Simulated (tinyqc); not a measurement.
Worked calculation: Born-Oppenheimer dynamics on the B3LYP (VWN-RPA form)/6-31g surface (energies and gradients from PySCF), for H4, spin multiplicity 1. Computed by tinyqc, a small Python program that keeps every step (integrals from PySCF). Settings: charge = 0, multiplicity = 1, basis = 6-31g, functional = b3lyp, time step (fs) = 0.5, steps = 16. Command: `OMP_NUM_THREADS=1 python tinyqc.py 23694 23695 out.jsonl` (the two numbers bound the seeds that draw the settings). One thread of a shared host (Intel(R) Xeon(R) Processor @ 2.60GHz), about 7 s of CPU time with the checks.

positions (bohr):
```
           x          y          z
1H  0.018897  -0.043464   0.024566
2H  0.062361   0.054802   1.602488
3H  0.041574   2.048463  -0.068030
4H  0.041574   1.974764   1.683746
```

The total energy should stay constant up to terms of order dt^2; the step counts as short enough if it moves by less than 2 % of the largest kinetic energy.

Trajectory:
```
time (fs)  1H-2H (angstrom)  potential (hartree)  kinetic (hartree)  total (hartree)
0.000000           0.836934          -2.12095427         0.00066942      -2.12028484
0.500000           0.827688          -2.13021591         0.00972118      -2.12049474
1.000000           0.801248          -2.16180127         0.04067314      -2.12112813
1.500000           0.760632          -2.20577201         0.08383123      -2.12194078
2.000000           0.711734          -2.24919047         0.12647785      -2.12271263
2.500000           0.664130          -2.28002878         0.15689057      -2.12313821
3.000000           0.630638          -2.29247857         0.16974825      -2.12273032
3.500000           0.623201          -2.29394807         0.17251739      -2.12143068
4.000000           0.645510          -2.30324257         0.18223455      -2.12100802
4.500000           0.690303          -2.32521525         0.20296181      -2.12225344
5.000000           0.745190          -2.34221745         0.21952985      -2.12268760
5.500000           0.799050          -2.34487448         0.22266528      -2.12220920
6.000000           0.844216          -2.33778074         0.21609477      -2.12168596
6.500000           0.876077          -2.32800216         0.20663185      -2.12137031
7.000000           0.892159          -2.32024031         0.19901846      -2.12122185
7.500000           0.891435          -2.31681616         0.19563987      -2.12117629
8.000000           0.874002          -2.31844663         0.19724197      -2.12120466
```

Is the time step short enough?

Yes. The total energy moves within 2.9e-03 hartree, under 2 % of the largest kinetic energy.
